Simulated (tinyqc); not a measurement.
Printed widths: electron-beam lithography: double-Gaussian proximity function, edge placement and dose correction for parallel lines. Computed by tinyqc, a small Python program. Command: `OMP_NUM_THREADS=1 python tinyqc.py 3111349 3111350 out.jsonl proximity walk`. One thread of a shared host (Intel(R) Xeon(R) Processor @ 2.30GHz), about 0.01 s of CPU time with the checks.

Lines are infinitely long. Absorbed energy is counted so that the middle of a very large area written at dose 1 receives 1; the resist develops where it exceeds 1/2.

Inputs (values chosen for the exercise, of the order of those for 50 keV electrons in resist on silicon): forward range alpha = 0.0086 micrometre; backscatter range beta = 9.1 micrometre; backscatter ratio eta = 1.1.

line widths (micrometre): 1  0.067  3.4  0.96  8.3

gaps between the lines (micrometre): 0.74  0.93  0.068  0.18

Method:
- The first line starts at x = 0; each next one starts after the width and the gap.
- f(r) = [exp(-r^2/alpha^2)/alpha^2 + eta exp(-r^2/beta^2)/beta^2]/(pi (1 + eta)). A line from a to b at dose d gives E(x) = d [S(alpha) + eta S(beta)]/(1 + eta), S(s) = [erf((b - x)/s) - erf((a - x)/s)]/2.
- M_ij is the mean of E at the two edges of line i from line j at dose 1.
- Uncorrected edge energies are M 1. Solve M d = 1/2 for the doses d that put the mean edge energy of every line at the threshold.
- Edges are the roots of E(x) = 1/2 between a line centre and the middle of the next gap. Three cases: dose 1 everywhere; one common dose equal to the mean of d; the corrected doses.

Lines (micrometre):
```
line  left edge  right edge   centre
1         0.000       1.000   0.5000
2         1.740       1.807   1.7735
3         2.737       6.137   4.4370
4         6.205       7.165   6.6850
5         7.345      15.645  11.4950
```

corrected doses: 1 1.24578, 2 1.11379, 3 0.88957, 4 0.73767, 5 0.92673

Width error, printed less drawn (nm):
```
line  drawn width (nm)   dose 1  mean dose  corrected
1                 1000  -3.0058    -3.5920   0.000410
2                   67  -0.7139    -1.2790   0.000032
3                 3400   3.2772     2.6854   0.001415
4                  960   6.0848     5.4541   0.000167
5                 8300   2.8856     2.2816   0.001229
```

With the common mean dose the errors span 9.0 nm. With corrected doses the largest error is below 0.01 nm.

Extremes, crossings and ranges named in words are read from the listed rows.
